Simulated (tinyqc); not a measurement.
Inside a calculation: six-band hole subbands of a thin body in a field. Values are carried at full precision from step to step, so a last printed digit may differ when a step is redone from the rounded ones.

Constants: hbar^2/2m0 = 3.80998211 eV angstrom^2.

Values chosen for the exercise (near those of a p-type Si channel; shifted at random, so the results belong to these values and not to a real crystal):
- S = (7.74, -2.1, 12.8) 1/TPa (compliances s11, s12, s44)
- sx = -0.5 GPa (stress along the channel [1-10], negative in compression)
- b = -2.08 eV (tetragonal potential)
- d = -4.81 eV (trigonal potential)
- g1 = 4.27 (Luttinger gamma1)
- g2 = 0.34 (gamma2)
- g3 = 1.45 (gamma3)
- face = 111 (surface)
- Dso = 0.044 eV (spin-orbit splitting)
- t = 85 angstrom (body thickness)
- F = 0.2 MV/cm (field across the body)
- kmax = 0.1 1/angstrom (end of the path)

## Strain and its block

exx = eyy = (s11 + s12) sx/2, ezz = s12 sx, exy = -s44 sx/4 (1 GPa/TPa = 1e-3). With e0 the traceless part, B_XX = 2b e0xx - b (e0yy + e0zz) and B_XY = sqrt(3) d exy.

strain, rows x, y, z and columns alike:
```
[[-0.001410, 0.001600, 0],
 [0.001600, -0.001410, 0],
 [0, 0, 0.001050]]
```

B (eV), rows X, Y, Z and columns alike:
```
[[0.00512, -0.01333, 0],
 [-0.01333, 0.00512, 0],
 [0, 0, -0.01023]]
```

## Confinement masses without spin-orbit coupling

C(n n^T)/c has C_XX = (g1 + 4 g2) nx^2 + (g1 - 2 g2)(ny^2 + nz^2) and C_XY = 6 g3 nx ny, n the unit normal; its eigenvalues are the inverse masses along n.

C(n n^T)/c, rows X, Y, Z and columns alike:
```
[[4.2700, 2.9000, 2.9000],
 [2.9000, 4.2700, 2.9000],
 [2.9000, 2.9000, 4.2700]]
```

masses (m0): [0.7299, 0.7299, 0.0993]

## The matrix for one sine at q = 0

Basis X, Y, Z times spin, hole energies counted downwards from the unstrained edge (the hydrostatic shift is left out), c = hbar^2/2m0. For a symmetric tensor T let C(T) have C_XX = L Txx + M (Tyy + Tzz), C_XY = N Txy (cyclic), L = c (g1 + 4 g2), M = c (g1 - 2 g2), N = 6 c g3. k = q + kz n, n the unit normal, q = k1 u + k2 v with u along the channel [1-10] and v = n x u. H = C(k k^T) + (Dso/3)(1 - L.sigma) - B + e F z with (L_k)_ij = -i epsilon_kij; B is the block C built from the traceless strain with 2b, -b and sqrt(3) d in place of L, M, N. Strain: exx = eyy = (s11 + s12) sx/2, ezz = s12 sx, exy = -s44 sx/4. Hard walls at z = 0 and t; basis sin(j pi z/t), j = 1 to Nz: kz^2 = (j pi/t)^2, kz = -i D with D_jl = 4 j l/(t (j^2 - l^2)), z_jj = t/2 and z_jl = -8 t j l/(pi (j^2 - l^2))^2 for j + l odd; 1 MV/cm = 0.01 eV/angstrom.

Nz = 1, in meV.

H (meV), rows X+, Y+, Z+, X-, Y-, Z- and columns alike:
```
[[116.77, 28.42+14.67i, 15.09, 0, 0, -14.67],
 [28.42-14.67i, 116.77, 15.09, 0, 0, 14.67i],
 [15.09, 15.09, 132.12, 14.67, -14.67i, 0],
 [0, 0, 14.67, 116.77, 28.42-14.67i, 15.09],
 [0, 0, 14.67i, 28.42+14.67i, 116.77, 15.09],
 [-14.67, -14.67i, 0, 15.09, 15.09, 132.12]]
```

## Its levels

Diagonalise; the levels come in pairs. Give each pair and its weights on X, Y, Z, summed over spin and averaged over the pair.

levels (meV): [81.23, 114.88, 169.56]

weights, rows X, Y, Z; columns pair 1, pair 2, pair 3:
```
[[0.460, 0.223, 0.317],
 [0.460, 0.223, 0.317],
 [0.081, 0.554, 0.365]]
```

## More sines

The four lowest pairs at q = 0.

Hole energies (meV):
```
Nz  pair 1  pair 2  pair 3  pair 4
1    81.23  114.88  169.56       -
2    59.73   95.54  124.65  154.53
4    53.97   90.60  102.83  137.90
8    53.83   90.47  102.21  137.37
16   53.82   90.47  102.21  137.37
```

One sine is 27.41 meV off in the top subband, since the field mixes the sines. The second pair lies 36.6 meV deeper.

## Dispersion of the top subband

Nz = 14; the two lowest levels (spin-split where the field breaks inversion), in meV from their value at q = 0.

Energies (meV):
```
|q| (1/angstrom)    u a    u b    v a    v b
0.025             13.91  14.87   3.35   3.82
0.050             38.36  41.26  10.33  10.72
0.075             59.95  63.91  19.58  19.79
0.100             78.41  81.12  31.67  31.76
```

From the mean of each pair in the first row, c q^2/E gives 0.17 m0 along u and 0.66 m0 along v. The largest distance between a and b in the table is 3.96 meV. These masses hold for the first row only: the band bends further out.

## Checks

- Top level at q = 0 on (001) without field and stress against c (g1 - 2 g2)(pi/t)^2, eV: both 0.01868.
- Hermiticity, and E(q) against E(-q): they agree to 1e-10 or better.

tinyqc: `OMP_NUM_THREADS=1 python tinyqc.py 1251759 1251760 out.jsonl`; about 0.4 s, one thread, shared Intel(R) Xeon(R) Processor @ 2.30GHz.
